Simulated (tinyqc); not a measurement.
Inside a calculation (part 2 of 2). Method: CCSD on RHF in the sto-6g basis, frozen core, for BeH2, spin multiplicity 1. Computed by tinyqc, a small Python program that keeps every step (integrals from PySCF). Command: `OMP_NUM_THREADS=1 python tinyqc.py 22694 22695 out.jsonl` (the two numbers bound the seeds that draw the settings). One thread of a shared host (Intel(R) Xeon(R) Processor @ 2.60GHz), about 0.4 s of CPU time with the checks.

Geometry (angstrom):

| atom | x | y | z |
|---|---|---|---|
| Be | 0.000000 | 0.000000 | 0.000000 |
| H | 0.000000 | 1.354000 | 0.007000 |
| H | 0.000000 | -1.430000 | 0.007000 |

## CCSD: amplitude update 2

Amplitudes after update 1 (spin orbitals 1a, 1b, ...; amplitudes related by a flip of all spins are not repeated; the 24 largest):

| from | to | t |
|---|---|---|
| 3a 3b | 6a 6b | -0.070864 |
| 2a 2b | 6a 6b | -0.056402 |
| 2a 2b | 4a 4b | -0.045116 |
| 2a 2b | 5a 5b | -0.045116 |
| 2a 3b | 6a 7b | -0.043925 |
| 3a 3b | 7a 7b | -0.040021 |
| 2a 3b | 6b 7a | 0.037026 |
| 2a 2b | 7a 7b | -0.030292 |
| 3a 3b | 6a 7b | 0.017807 |
| 2a 2b | 6a 7b | -0.016929 |
| 3a 3b | 4a 4b | -0.009710 |
| 3a 3b | 5a 5b | -0.009705 |
| 2a 3b | 5a 5b | 0.007183 |
| 2a 3b | 4a 4b | 0.007183 |
| 2a 3a | 6a 7a | -0.006899 |
| 2a 3b | 7a 7b | -0.005599 |
| 2a 3b | 6a 6b | 0.005227 |
| 2a | 6a | 0.005180 |
| 3a | 7a | -0.001128 |
| 3a | 6a | -0.001069 |
| 3a 3b | 4a 6b | 0.000559 |
| 2a 3b | 4a 7b | 0.000515 |
| 2a 3b | 4b 7a | -0.000371 |
| 2a 2b | 4a 7b | 0.000186 |

Two-electron integrals over orbitals (pq|rs), unique and non-zero (hartree); the lowest 1 orbital is frozen and left out:
```
(22|22) 0.419838    (32|22) 0.063686    (32|32) 0.139612    (33|22) 0.380800
(33|32) -0.052339   (33|33) 0.449672    (42|22) 0.000543    (42|32) 0.000101
(42|33) 0.000460    (42|42) 0.047074    (43|22) 0.000142    (43|32) 0.000545
(43|33) -0.000325   (43|42) -0.006206   (43|43) 0.015204    (44|22) 0.364932
(44|32) 0.000277    (44|33) 0.350323    (44|42) -0.001252   (44|43) 0.000288
(44|44) 0.450126    (52|52) 0.047074    (53|52) -0.006206   (53|53) 0.015200
(54|52) -0.000431   (54|53) 0.000089    (54|54) 0.024261    (55|22) 0.364937
(55|32) 0.000276    (55|33) 0.350325    (55|42) -0.000389   (55|43) 0.000110
(55|44) 0.401599    (55|55) 0.450117    (62|22) -0.029017   (62|32) -0.018961
(62|33) -0.037244   (62|42) -0.000154   (62|43) -0.000014   (62|44) 0.054897
(62|55) 0.054909    (62|62) 0.076597    (63|22) -0.032766   (63|32) -0.083732
(63|33) 0.043760    (63|42) -0.000007   (63|43) -0.000504   (63|44) -0.017392
(63|55) -0.017395   (63|62) -0.006959   (63|63) 0.086575    (64|22) 0.000208
(64|32) 0.000037    (64|33) -0.000159   (64|42) 0.046058    (64|43) -0.009991
(64|44) -0.000327   (64|55) 0.000290    (64|62) 0.000985    (64|63) -0.000291
(64|64) 0.051095    (65|52) 0.046072    (65|53) -0.009994   (65|54) -0.000308
(65|65) 0.051107    (66|22) 0.387170    (66|32) -0.010690   (66|33) 0.407717
(66|42) 0.001217    (66|43) -0.000313   (66|44) 0.365524    (66|55) 0.365541
(66|62) -0.028333   (66|63) 0.015731    (66|64) 0.000846    (66|66) 0.409200
(72|22) -0.021378   (72|32) -0.041696   (72|33) 0.008889    (72|42) -0.000270
(72|43) -0.000504   (72|44) 0.013364    (72|55) 0.013365    (72|62) 0.027166
(72|63) 0.056073    (72|64) 0.000096    (72|66) -0.002029   (72|72) 0.061333
(73|22) -0.003709   (73|32) -0.000468   (73|33) -0.019269   (73|42) -0.000742
(73|43) 0.000251    (73|44) 0.060781    (73|55) 0.060781    (73|62) 0.069205
(73|63) -0.026955   (73|64) 0.000364    (73|66) -0.022329   (73|72) 0.011272
(73|73) 0.080493    (74|22) -0.000517   (74|32) -0.001240   (74|33) 0.000517
(74|42) 0.005677    (74|43) 0.012756    (74|44) -0.000046   (74|55) -1.54e-06
(74|62) 0.000192    (74|63) 0.000767    (74|64) 0.002203    (74|66) 0.000179
(74|72) 0.000224    (74|73) 0.000024    (74|74) 0.016779    (75|52) 0.005679
(75|53) 0.012760    (75|54) -0.000022   (75|65) 0.002205    (75|75) 0.016767
(76|22) 0.055286    (76|32) 0.130593    (76|33) -0.055565   (76|42) 0.000182
(76|43) 0.000647    (76|44) 0.000828    (76|55) 0.000830    (76|62) -0.015567
(76|63) -0.090954   (76|64) 0.000149    (76|66) -0.014883   (76|72) -0.053670
(76|73) 0.003175    (76|74) -0.001154   (76|76) 0.137863    (77|22) 0.428921
(77|32) 0.019497    (77|33) 0.432095    (77|42) 0.000120    (77|43) 0.000069
(77|44) 0.387712    (77|55) 0.387708    (77|62) -0.032485   (77|63) -0.006411
(77|64) -0.000334   (77|66) 0.428857    (77|72) -0.012664   (77|73) -0.005712
(77|74) -0.000139   (77|76) 0.013883    (77|77) 0.481801
```

orbital energies (hartree): MO1 -4.592514, MO2 -0.450304, MO3 -0.410398, MO4 0.209367, MO5 0.209380, MO6 0.431461, MO7 0.870201

t_i^a D_i^a and t_ij^ab D_ij^ab are set to the remaining terms of the spin-orbital equations, evaluated with the old amplitudes; for the doubles these are <ij||ab> + 1/2 <ab||ef> t_ij^ef + 1/2 <mn||ij> t_mn^ab + P(ij)P(ab) <mb||ej> t_im^ae + terms in t^2 + terms with t1, D the orbital-energy denominators.

Amplitudes after update 2 (spin orbitals 1a, 1b, ...; amplitudes related by a flip of all spins are not repeated; the 24 largest):

| from | to | t |
|---|---|---|
| 3a 3b | 6a 6b | -0.079679 |
| 2a 2b | 6a 6b | -0.060719 |
| 2a 2b | 4a 4b | -0.048405 |
| 2a 2b | 5a 5b | -0.048404 |
| 2a 3b | 6a 7b | -0.047883 |
| 3a 3b | 7a 7b | -0.042803 |
| 2a 3b | 6b 7a | 0.040852 |
| 2a 2b | 7a 7b | -0.032663 |
| 3a 3b | 6a 7b | 0.019513 |
| 2a 2b | 6a 7b | -0.018399 |
| 2a 3b | 5a 5b | 0.008405 |
| 2a 3b | 4a 4b | 0.008404 |
| 2a | 6a | 0.007959 |
| 2a 3a | 6a 7a | -0.007030 |
| 3a 3b | 4a 4b | -0.006693 |
| 3a 3b | 5a 5b | -0.006686 |
| 2a 3b | 7a 7b | -0.005947 |
| 2a 3b | 6a 6b | 0.005302 |
| 3a | 7a | -0.001942 |
| 3a | 6a | -0.001607 |
| 3a 3b | 4a 6b | 0.000686 |
| 2a 3b | 4a 7b | 0.000561 |
| 2a 3b | 4b 7a | -0.000413 |
| 2a | 4a | -0.000237 |

correlation energy = -0.03561934 hartree

## CCSD: convergence

E_corr = 1/4 sum <ij||ab> t_ij^ab + 1/2 sum <ij||ab> t_i^a t_j^b; stop when the norm of the change is below 1e-8.

Course of the amplitude iterations:

| update | correlation energy (hartree) | norm of the change |
|---|---|---|
| 0 | -0.02459247 | - |
| 1 | -0.03274828 | 7.82e-02 |
| 2 | -0.03561934 | 3.04e-02 |
| 3 | -0.03738211 | 1.29e-02 |
| 4 | -0.03736653 | 2.29e-03 |
| 5 | -0.03737336 | 4.54e-04 |
| 6 | -0.03737222 | 3.88e-05 |
| 7 | -0.03737204 | 1.39e-05 |
| 8 | -0.03737228 | 3.33e-06 |
| 9 | -0.03737234 | 5.45e-07 |
| 10 | -0.03737235 | 9.46e-08 |
| 11 | -0.03737235 | 3.39e-08 |
| 12 | -0.03737235 | 1.47e-08 |
| 13 | -0.03737235 | 4.39e-09 |

Converged amplitudes (spin orbitals 1a, 1b, ...; amplitudes related by a flip of all spins are not repeated; the 24 largest):

| from | to | t |
|---|---|---|
| 3a 3b | 6a 6b | -0.087480 |
| 2a 2b | 6a 6b | -0.061843 |
| 2a 2b | 4a 4b | -0.051581 |
| 2a 2b | 5a 5b | -0.051579 |
| 2a 3b | 6a 7b | -0.050268 |
| 3a 3b | 7a 7b | -0.043767 |
| 2a 3b | 6b 7a | 0.042805 |
| 2a 2b | 7a 7b | -0.033765 |
| 3a 3b | 6a 7b | 0.020370 |
| 2a 2b | 6a 7b | -0.019111 |
| 2a | 6a | 0.011016 |
| 2a 3b | 5a 5b | 0.009841 |
| 2a 3b | 4a 4b | 0.009840 |
| 2a 3a | 6a 7a | -0.007463 |
| 2a 3b | 7a 7b | -0.006018 |
| 2a 3b | 6a 6b | 0.004582 |
| 3a | 7a | -0.003281 |
| 3a 3b | 4a 4b | -0.002618 |
| 3a 3b | 5a 5b | -0.002609 |
| 3a | 6a | -0.002128 |
| 3a 3b | 4a 6b | 0.000832 |
| 2a 3b | 4a 7b | 0.000601 |
| 2a 3b | 4b 7a | -0.000447 |
| 2a | 4a | -0.000376 |

CCSD total energy = -15.75384115 hartree

T1 diagnostic, norm of the one-spin t1 over sqrt(correlated electrons) = 0.005849

Converged in 13 updates, with DIIS from the third.
